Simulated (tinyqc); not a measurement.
From results back to parameters: band edges of strained Si(1-x)Ge(x) on relaxed Si(1-y)Ge(y). Three cases, with inputs chosen for the exercise.

Problem. A layer on a (001) buffer has its Delta valleys split into the four in the plane and the two along z: E(Delta4) - E(Delta2) = XuD (e_par - e_perp), e_perp = -2 (C12/C11) e_par, e_par = (a(y) - a(x))/a(x). The splitting is given; find the strain and the Ge fraction y of the buffer.

Values are linear in the Ge fraction but for ED(x) = linear - CD x (1 - x) and a(x) = linear - Ca x (1 - x). Energies are on the common scale of Ev.

Find: e_par; a(y); y.

Method. e_par = splitting/(XuD (1 + 2 C12/C11)) with the values at x; a(y) = a(x)(1 + e_par); a(y) rises steadily with y, so one root lies in the range.

Case 1.

Values chosen (end members near Si and Ge, in this order; shifted at random, so the results belong to these values and not to a real crystal): a = (5.428, 5.652) angstrom (lattice constant); Ca = 0.025 angstrom (bowing of the lattice constant); XuD = (9.47, 9.57) eV (uniaxial potential, Delta); C11 = (164.4, 128.3) GPa; C12 = (64, 48.9) GPa; x = 0 (Ge fraction of the layer).

E(Delta4) - E(Delta2) = 0.178983 eV

Solution.

e_par = 0.01063
a(y) = 5.4857 angstrom
y = 0.280

Case 2.

Values chosen (end members near Si and Ge, in this order; shifted at random, so the results belong to these values and not to a real crystal): a = (5.426, 5.661) angstrom (lattice constant); Ca = 0.024 angstrom (bowing of the lattice constant); XuD = (9.45, 9.39) eV (uniaxial potential, Delta); C11 = (166.6, 130.3) GPa; C12 = (63.1, 48.4) GPa; x = 0.37 (Ge fraction of the layer).

E(Delta4) - E(Delta2) = -0.244126 eV

Solution.

e_par = -0.01477
a(y) = 5.4260 angstrom
y = 0

Case 3.

Values chosen (end members near Si and Ge, in this order; shifted at random, so the results belong to these values and not to a real crystal): a = (5.433, 5.661) angstrom (lattice constant); Ca = 0.026 angstrom (bowing of the lattice constant); XuD = (9.1, 9.31) eV (uniaxial potential, Delta); C11 = (163.7, 128.6) GPa; C12 = (63.4, 47.9) GPa; x = 0.78 (Ge fraction of the layer).

E(Delta4) - E(Delta2) = -0.124012 eV

Solution.

e_par = -0.00764
a(y) = 5.5636 angstrom
y = 0.600

Computed by tinyqc, one run a case: `OMP_NUM_THREADS=1 python tinyqc.py N N+1 out.jsonl` with N = 1051056, 1051059, 1051077; one thread of a shared Intel(R) Xeon(R) Processor @ 2.30GHz, about 0.02 s a run at most.
